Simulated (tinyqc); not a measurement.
Voltage acceleration of oxide breakdown, four models on the same data: effect of the use temperature.

Field E = V/tox in MV/cm. Models: ln(t63/1 s) = a - c X with X = E (E model), -1/E (1/E model), ln V (power law, c the exponent n) or sqrt(E).

With a and c fitted to the stress data, the voltage for ten years solves a - c X + ln(temperature factor times ks) = ln 3.15576e8; temperature factor exp[(Ea q/kB)(1/Tu - 1/Ts)].

Inputs (values chosen for the exercise):
```
symbol   value  unit                         meaning
tox        3.8    nm                 oxide thickness
Ts         423     K              stress temperature
Ea        0.66    eV               activation energy
ks      2.2e-6        factor for area and percentile
```

Constants: q = 1.602176634e-19 C, kB = 1.380649e-23 J/K. Results are converted to the units shown.

```
model	c	a
E	3.64999	45.4671
1/E	409.651	-32.7447
power	38.9478	60.6071
sqrt E	23.8902	84.3420
```

Effect of the use temperature:
```
Tu (K)	temperature factor	V for ten years, E (V)	V for ten years, 1/E (V)	V for ten years, power (V)	V for ten years, sqrt E (V)
273	2.092e4	2.376	2.810	2.650	2.534
298	1988	2.131	2.696	2.495	2.344
328	189.5	1.886	2.590	2.349	2.162
358	26.77	1.682	2.509	2.234	2.016
378	8.632	1.564	2.464	2.170	1.934
398	3.118	1.458	2.425	2.114	1.862
423	1.000	1.340	2.382	2.053	1.783
```

The temperature factor falls from 20900 to 1.00, and the allowed voltage by 43.6 % in the E model and 15.2 % in the 1/E model: the steeper a model is near use conditions, the less voltage a given factor in time costs.

Range of the model: All four laws are empirical fits; none is established far below the stress range.

Program tinyqc, `OMP_NUM_THREADS=1 python tinyqc.py 2070111 2070112 out.jsonl`; Intel Xeon 2.30GHz, shared host, one thread, about 0.01 s.
